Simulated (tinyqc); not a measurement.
Worked calculation: X-ray photoelectron analysis of a thin oxide on a semiconductor: attenuation lengths, thickness, angle series and band offsets. Computed by tinyqc, a small Python program that keeps every step. Command: `OMP_NUM_THREADS=1 python tinyqc.py 3114073 3114074 out.jsonl xps walk`. One thread of a shared host (Intel(R) Xeon(R) Processor @ 2.30GHz), about 0.01 s of CPU time with the checks. Intermediate numbers are printed to about 6 digits and carried at full precision; extremes and crossings named in words are read from the listed rows.

The same element is seen in the oxide and in the substrate, at nearly the same kinetic energy; films are flat and uniform, and the work function is ignored.

Inputs (values chosen for the exercise, modelled on SiO2 on silicon):
```
quantity                                           value     unit
photon energy                                        650       eV
binding energy of the core level                    99.4       eV
oxide density                                       2.21   g/cm^3
oxide formula mass                                 60.08    g/mol
valence electrons per oxide formula                   16        -
oxide gap                                           8.96       eV
substrate density                                   2.33   g/cm^3
substrate formula mass                             28.09    g/mol
valence electrons per substrate formula                4        -
substrate gap                                       1.12       eV
oxide thickness d                                    2.6       nm
emission angle from the normal                        60  degrees
attenuation length over inelastic mean free path    0.89        -
carbon overlayer                                    0.36       nm
counts in the two peaks together                  300000        -
valence band offset used to make the data           4.66       eV
core level less valence band top, substrate        98.77       eV
core level less valence band top, thick oxide      98.52       eV
field in the oxide                                     1    MV/cm
```

## Inelastic mean free paths

TPP-2M: lambda = E/(E_p^2 [b ln(c E) - C/E + D/E^2]) in angstrom, E_p = 28.8 sqrt(N_v rho/M), b = -0.10 + 0.944/sqrt(E_p^2 + E_g^2) + 0.069 rho^0.1, c = 0.191/sqrt(rho), U = N_v rho/M, C = 1.97 - 0.91 U, D = 53.4 - 20.8 U, with E = photon energy less binding energy in eV. Attenuation length L = factor x lambda.

kinetic energy E = 550.6 eV

Terms:
```
layer      E_p (eV)          b         c  lambda (nm)
oxide       22.0945  0.0142882  0.128481      1.93184
substrate   16.5892  0.0318658  0.125128      1.51571
```

L in the oxide = 1.71934 nm

L in the substrate = 1.34898 nm

## Peak ratio

R_0 = (rho_o/M_o) L_o/((rho_s/M_s) L_s); peak ratio R = I_ox/I_sub = R_0 [exp(d/(L_o cos theta)) - 1]; hence d = L_o cos theta ln(1 + R/R_0). A carbon layer weakens both peaks alike, by exp(-d_C/(L_o cos theta)) if its L is taken equal to L_o. This R_0 leaves out intrinsic losses from the substrate peak, so calibrated values can be larger.

R_0 = 0.565213

d/(L_o cos theta) = 3.02442

ratio R = 11.0680

oxide share of the counts = 0.917137

attenuation by carbon = 0.657858

depth 3 L_o cos theta = 2.57901 nm

Caution: beyond about 60 degrees elastic scattering and roughness make a single attenuation length unreliable.

## Error budget of the thickness

With x = d/(L_o cos theta): d ln d/d ln R = (1 - exp(-x))/x = -d ln d/d ln R_0; counting error of R = 1/sqrt(N f (1 - f)), f the oxide share, which times the sensitivity gives that of d; an angle error adds tan(theta) d theta; d is proportional to L_o at fixed R_0. Assumed errors: 5 % in R_0, 1 degree, 5 % in L_o.

sensitivity to R = 0.314577

counting error of d = 0.208338 %

R_0 = 1.57289 %

angle = 3.02300 %

L_o = 5 %

The attenuation length is the largest of these terms.

## Angle series: uniform film or islands?

Islands: half of the surface carries 2 d and half none, R = R_0 (1/2)(1 - t)/(1/2 + t/2) with t = exp(-2 d/(L_o cos theta)); the apparent thickness is read with the uniform formula.

Against the angle:
```
theta (degrees)  R, uniform  R, islands  apparent d, islands (nm)
0                     1.999    0.512835                   1.11018
20                    2.260    0.521720                   1.05649
35                    3.015    0.537729                   0.94156
45                    4.232    0.549736                   0.82594
55                    7.327    0.559445                   0.67852
65                   19.674    0.564332                   0.50309
75                  194.275    0.565204                   0.30844
```

A uniform film gives d = 2.6 nm at every angle. The island film of the same volume reads 1.11 nm at normal emission and 0.308 nm at 75 degrees; its ratio cannot pass R_0, since the bare half always shows the substrate.

## Band offsets by core levels

Valence band offset = (E_core - E_v)(substrate) - (E_core - E_v)(oxide) + (core level separation at the interface, oxide less substrate). The separation is made here from the given offset; a uniform field F that raises the binding energy towards the surface shifts the oxide peak by e F <z>, <z> = d/(1 - exp(-x)) - d/x, x = d/(L_o cos theta), being the mean distance from the interface. Conduction band offset = oxide gap - substrate gap - valence band offset.

separation without field = 4.41 eV

<z> = 1.87311 nm

separation with field = 4.59731 eV

apparent valence band offset = 4.84731 eV

true conduction band offset = 3.18 eV

apparent conduction band offset = 2.99269 eV

The field biases both offsets by 0.19 eV, in opposite directions.

Checks made by the program: thickness recovered (relative difference below 1e-10).
